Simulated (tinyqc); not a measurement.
Inside a calculation. Method: Pariser-Parr-Pople SCF with singles CI, for the molecule C=Cc1ccc(C=C)[nH]1 (SMILES; centres numbered as the heavy atoms are written). Computed by tinyqc, a small Python program that keeps every step. Settings: charge = 0, gamma = MN, start = huckel, damping = 0.3, iteration cap = 50, excitations kept = 4. Command: `OMP_NUM_THREADS=1 python tinyqc.py 22336 22337 out.jsonl` (the two numbers bound the seeds that draw the settings). One thread of a shared host (Intel(R) Xeon(R) Processor @ 2.60GHz), about 0.01 s of CPU time with the checks. Later iterations appear only in the table of the cycle.

## PPP integrals

Centres (angstrom, eV; a flat drawing with bonds scaled to 1.40 angstrom):
```
centre          x          y  core charge z          W   gamma_rr
1C       3.165000  -1.076000              1  12.740000  10.280000
2C       2.571000   0.192000              1  12.740000  10.280000
3C       1.176000   0.311000              1  12.740000  10.280000
4C       0.452000   1.510000              1  12.740000  10.280000
5C      -0.911000   1.192000              1  12.740000  10.280000
6C      -1.030000  -0.203000              1  12.740000  10.280000
7C      -2.229000  -0.927000              1  12.740000  10.280000
8C      -3.455000  -0.251000              1  12.740000  10.280000
9N       0.260000  -0.748000              2  28.990000  17.520000
```

Resonance integrals (eV):
```
i  j       beta
1  2  -2.390000
2  3  -2.390000
3  4  -2.390000
4  5  -2.390000
5  6  -2.390000
6  7  -2.390000
7  8  -2.390000
6  9  -2.330000
9  3  -2.330000
```

Mataga-Nishimoto: gamma = 14.399645/(R + a), a = 2 x 14.399645/(gamma_rr + gamma_ss); H_rr = -W_r - sum_(s != r) z_s gamma_rs; H_rs = beta for bonds.

repulsion gamma_rs (eV), lower triangle:
```
           1C         2C         3C         4C         5C         6C         7C         8C
1C  10.280000
2C   5.140932  10.280000
3C   3.764030   5.141243  10.280000
4C   2.796711   3.695821   5.140200  10.280000
5C   2.374123   2.866460   3.927809   5.142091  10.280000
6C   2.532643   2.866546   3.928068   3.928054   5.141243  10.280000
7C   2.118591   2.275023   2.866275   2.866270   3.695821   5.140200  10.280000
8C   1.783911   1.934655   2.373938   2.532352   3.329015   3.763414   5.141331  10.280000
9N   3.636821   4.078290   5.910851   4.360762   4.360933   5.910341   4.077633   3.009932

           9N
9N  17.520000
```

core matrix H (eV), lower triangle:
```
            1C          2C          3C          4C          5C          6C          7C          8C
1C  -40.524585
2C   -2.390000  -44.817259
3C    0.000000   -2.390000  -51.703266
4C    0.000000    0.000000   -2.390000  -47.563022
5C    0.000000    0.000000    0.000000   -2.390000  -47.938427
6C    0.000000    0.000000    0.000000    0.000000   -2.390000  -51.860852
7C    0.000000    0.000000    0.000000    0.000000    0.000000   -2.390000  -44.998776
8C    0.000000    0.000000    0.000000    0.000000    0.000000    0.000000   -2.390000  -39.618479
9N    0.000000    0.000000   -2.330000    0.000000    0.000000   -2.330000    0.000000    0.000000

            9N
9N  -64.335563
```

## Starting guess

pi electrons, sum of z_r less the charge = 10

Orbitals of the Hueckel matrix of the beta values.

P at the start, lower triangle:
```
           1C         2C         3C         4C         5C         6C        7C         8C
1C   1.109737
2C   0.896374   0.986512
3C  -0.123224   0.427262   1.146541
4C  -0.223242   0.020801   0.567325   1.164826
5C   0.144025  -0.083179  -0.190780   0.693578   1.164826
6C   0.140063  -0.067556  -0.186792  -0.190780   0.567325   1.146541
7C   0.034288   0.020446  -0.067556  -0.083179   0.020801   0.427262  0.986512
8C  -0.119616   0.034288   0.140063   0.144025  -0.223242  -0.123224  0.896374   1.109737
9N  -0.252201   0.016416   0.602877  -0.235785  -0.235785   0.602877  0.016416  -0.252201

          9N
9N  1.184768
```

## Iteration 1: Fock matrix

F_rr = H_rr + P_rr gamma_rr / 2 + sum_(s != r) P_ss gamma_rs; F_rs = H_rs - P_rs gamma_rs / 2; E = tr P (H + F) / 2 + core repulsion sum_(r<s) z_r z_s gamma_rs.

F (eV), lower triangle:
```
           1C         2C         3C         4C         5C         6C         7C         8C
1C  -8.127952
2C  -4.694099  -7.993209
3C   0.231910  -3.488330  -9.029671
4C   0.312172  -0.038438  -3.848082  -7.635120
5C  -0.170967   0.119215   0.374674  -4.173221  -7.594095
6C  -0.177365   0.096826   0.366866   0.374698  -3.848378  -9.011684
7C  -0.036322  -0.023258   0.096817   0.119207  -0.038438  -3.488107  -7.972668
8C   0.106692  -0.033168  -0.166250  -0.182361   0.371588   0.231872  -4.694278  -7.523945
9N   0.458605  -0.033474  -4.111758   0.514102   0.514122  -4.111605  -0.033468   0.379554

            9N
9N  -14.822195
```

pi energy = -155.674876 eV

## Iteration 1: orbitals and new P

Diagonalise F (the basis is taken as orthonormal) and form P = 2 sum c c over the lowest orbitals; 0.3 of the old P is kept.

orbital energies (eV): -18.903082  -14.415397  -13.476040  -12.449282  -10.744624  -4.774179  -2.892898  -1.388241  -0.666795

P after iteration 1, lower triangle:
```
           1C         2C         3C         4C         5C         6C         7C         8C
1C   1.070883
2C   0.908071   0.989664
3C  -0.083294   0.406633   1.118863
4C  -0.243727   0.017605   0.627845   1.087495
5C   0.083486  -0.067672  -0.112938   0.671280   1.088442
6C   0.188201  -0.052338  -0.301885  -0.107954   0.627445   1.114513
7C   0.017744   0.022837  -0.042407  -0.060849   0.005447   0.403815   1.024690
8C  -0.133407   0.025296   0.186233   0.078896  -0.246745  -0.075191   0.909333   1.022428
9N  -0.194359  -0.015402   0.513179  -0.238202  -0.231903   0.517166  -0.025831  -0.194674

          9N
9N  1.483021
```

## Iteration 2: Fock matrix

As before.

F (eV), lower triangle:
```
           1C         2C         3C         4C         5C         6C         7C         8C
1C  -7.884542
2C  -4.724165  -7.781306
3C   0.156761  -3.435300  -8.460209
4C   0.340818  -0.032532  -4.003625  -7.601522
5C  -0.099102   0.096990   0.221799  -4.115891  -7.589828
6C  -0.238322   0.075015   0.592912   0.212024  -4.002925  -8.440423
7C  -0.018797  -0.025977   0.060776   0.087206  -0.010065  -3.427845  -7.832209
8C   0.118993  -0.024470  -0.221052  -0.099896   0.410710   0.141488  -4.727591  -7.578271
9N   0.353424   0.031407  -3.846663   0.519372   0.505657  -3.858313   0.052665   0.292979

            9N
9N  -13.468286
```

pi energy = -156.768891 eV

## Iteration 2: orbitals and new P

As before.

orbital energies (eV): -17.614119  -14.162020  -13.142228  -12.434128  -10.598132  -4.291987  -2.837100  -1.000020  -0.556863

P after iteration 2, lower triangle:
```
           1C         2C         3C         4C         5C         6C         7C         8C
1C   1.054559
2C   0.914728   0.992223
3C  -0.067565   0.393641   1.103747
4C  -0.251800   0.019132   0.654156   1.069826
5C   0.062865  -0.059528  -0.093018   0.654855   1.071202
6C   0.197621  -0.046357  -0.333427  -0.087905   0.653277   1.098321
7C   0.014784   0.022686  -0.037536  -0.050535   0.007434   0.391158   1.024841
8C  -0.132205   0.021123   0.194973   0.058124  -0.256711  -0.058220   0.916069   1.008673
9N  -0.170777  -0.027454   0.486129  -0.238977  -0.231523   0.490610  -0.038765  -0.169474

          9N
9N  1.576608
```

## Iteration 3: Fock matrix

As before.

F (eV), lower triangle:
```
           1C         2C         3C         4C         5C         6C         7C         8C
1C  -7.827405
2C  -4.741277  -7.735520
3C   0.127158  -3.401903  -8.287380
4C   0.352106  -0.035354  -4.071248  -7.584781
5C  -0.074624   0.085318   0.182679  -4.073662  -7.580446
6C  -0.250252   0.066442   0.654861   0.172648  -4.069328  -8.272937
7C  -0.015660  -0.025805   0.053795   0.072424  -0.013737  -3.395316  -7.790222
8C   0.117921  -0.020433  -0.231427  -0.073596   0.427298   0.109552  -4.744907  -7.589636
9N   0.310544   0.055982  -3.766717   0.521062   0.504829  -3.779837   0.079034   0.255053

            9N
9N  -13.075469
```

pi energy = -157.100855 eV

## Iteration 3: orbitals and new P

As before.

orbital energies (eV): -17.267576  -14.099651  -13.011640  -12.421068  -10.566013  -4.153147  -2.820963  -0.883173  -0.520567

P after iteration 3, lower triangle:
```
           1C         2C         3C         4C         5C         6C         7C         8C
1C   1.047599
2C   0.918578   0.993449
3C  -0.060872   0.385595   1.096185
4C  -0.255304   0.020879   0.667227   1.066729
5C   0.054952  -0.054913  -0.088147   0.643686   1.068119
6C   0.197293  -0.043789  -0.340955  -0.083700   0.666007   1.090955
7C   0.014293   0.022159  -0.036681  -0.045171   0.010752   0.383863   1.021476
8C  -0.128520   0.019151   0.194488   0.050682  -0.261336  -0.051967   0.919655   1.007990
9N  -0.159758  -0.032474   0.477385  -0.239715  -0.232321   0.481560  -0.043397  -0.157307

          9N
9N  1.607498
```

## Convergence

Stop when output and input P, before any damping, agree to 1e-7.

Course of the cycle:
```
iteration         E (eV)  largest |P(out) - P(in)|
1          -155.67487591                  4.26e-01
2          -156.76889100                  1.34e-01
3          -157.10085491                  4.41e-02
4          -157.20513219                  1.56e-02
5          -157.23831411                  6.73e-03
6          -157.24898143                  4.30e-03
7          -157.25245152                  2.74e-03
8          -157.25359632                  1.74e-03
9          -157.25398010                  1.11e-03
10         -157.25411103                  7.00e-04
11         -157.25415652                  4.44e-04
...                  ...                       ...
20         -157.25418180                  7.11e-06
21         -157.25418180                  4.49e-06
22         -157.25418180                  2.83e-06
23         -157.25418180                  1.79e-06
24         -157.25418180                  1.13e-06
25         -157.25418180                  7.10e-07
26         -157.25418180                  4.48e-07
27         -157.25418180                  2.82e-07
28         -157.25418180                  1.78e-07
29         -157.25418180                  1.12e-07
30         -157.25418180                  7.08e-08
```

Converged in 30 iterations.

## Converged orbitals

Charges are z - P_rr.

orbital energies (eV): -17.101750  -14.075723  -12.938827  -12.397998  -10.575763  -4.073230  -2.814313  -0.834135  -0.497093

coefficients:
```
         MO1        MO2        MO3        MO4        MO5        MO6        MO7        MO8
1C  0.070460   0.326529  -0.314220  -0.352459  -0.431671   0.469447  -0.413924   0.241104
2C  0.179158   0.466472  -0.329116  -0.324050  -0.184388  -0.315798   0.415341  -0.387520
3C  0.423659   0.410784  -0.052135   0.054892   0.436548  -0.321046  -0.007611   0.457040
4C  0.235506   0.167691  -0.331373   0.503030   0.295770   0.229986  -0.363605  -0.181536
5C  0.234934  -0.150105  -0.344914   0.503306  -0.290534   0.197348   0.386897  -0.172184
6C  0.423269  -0.408243  -0.091424   0.048190  -0.431284  -0.322832  -0.028366   0.457055
7C  0.178194  -0.446414  -0.358234  -0.328264   0.204195  -0.280745  -0.417161  -0.398402
8C  0.069777  -0.300247  -0.312602  -0.350153   0.435184   0.448791   0.446361   0.257734
9N  0.676029  -0.017076   0.571880  -0.169438  -0.010501   0.317064   0.011701  -0.293529

          MO9
1C  -0.171079
2C   0.283856
3C  -0.378748
4C   0.498028
5C  -0.497292
6C   0.378906
7C  -0.282157
8C   0.167908
9N  -0.000910
```

pi charges: 1C -0.041775, 2C 0.005964, 3C -0.089071, 4C -0.067821, 5C -0.068835, 6C -0.085012, 7C -0.017645, 8C -0.009458, 9N 0.373653

## Singles CI, singlets

Over the 4 single excitations with the smallest orbital gaps: A = (e_a - e_i) delta + 2 (ia|jb) - (ij|ab), with (pq|rs) = sum c_mp c_mq gamma_mn c_nr c_ns. f = 2/3 w |mu|^2 in atomic units, mu = sqrt2 sum c_ia sum_m c_mi c_ma R_m.

singlet CI matrix (eV), lower triangle:
```
           5>6        5>7       4>6       3>6
5>6   3.943233
5>7  -0.034943   5.073118
4>6   0.041085  -0.204948  5.475577
3>6  -0.086830   0.028877  0.224428  6.050781
```

singlet excitation energies (eV): 3.937343  4.974413  5.499385  6.131568

oscillator strengths: 1.111313  0.040367  0.460007  0.030291

## Singles CI, triplets

Over the 4 single excitations with the smallest orbital gaps: A = (e_a - e_i) delta - (ij|ab), with (pq|rs) = sum c_mp c_mq gamma_mn c_nr c_ns.

triplet CI matrix (eV), lower triangle:
```
           5>6       5>7        4>6       3>6
5>6   2.171569
5>7  -0.041825  3.638467
4>6  -0.064368  1.074650   4.223974
3>6  -0.046707  0.630525  -0.035229  4.279734
```

triplet excitation energies (eV): 2.168410  2.645512  4.296210  5.203612
